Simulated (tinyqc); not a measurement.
Projection against the Weibull slope.

Defects are spread at random, so -ln(1 - F) is proportional to the area: t63(A2) = t63 (A1/A2)^(1/beta), and the time to the share Fp is t63(A2) (-ln(1 - Fp))^(1/beta).

Parameters, values chosen for the exercise:
- A1 = 6100 um^2 (area of a test capacitor)
- A2 = 1.6e5 um^2 (gate area of the product)
- Fp = 1e-5 (allowed share of failed products)
- t63 = 2200 s (characteristic time of a test capacitor)

Projection against the Weibull slope:
```
beta	t63 of the product (s)	time to Fp (s)	decades lost to area	decades lost to the percentile
0.6	9.501	4.410e-8	2.365	8.333
0.9	58.34	1.623e-4	1.576	5.556
1.2	144.6	0.009850	1.182	4.167
1.5	249.2	0.1157	0.9459	3.333
1.8	358.3	0.5976	0.7882	2.778
2.1	464.3	1.931	0.6756	2.381
2.4	564.0	4.655	0.5912	2.083
2.7	656.1	9.228	0.5255	1.852
3	740.4	15.95	0.4729	1.667
```

Both losses go as 1/beta: together 10.7 decades at beta = 0.6 and 2.14 at 3. For small Fp only the ratio Fp/A2 counts, so ten times the area costs as much as a tenth of Fp.

Numbers from tinyqc (`OMP_NUM_THREADS=1 python tinyqc.py 2070012 2070013 out.jsonl`; about 0.01 s on one thread of a shared Intel Xeon 2.30GHz).
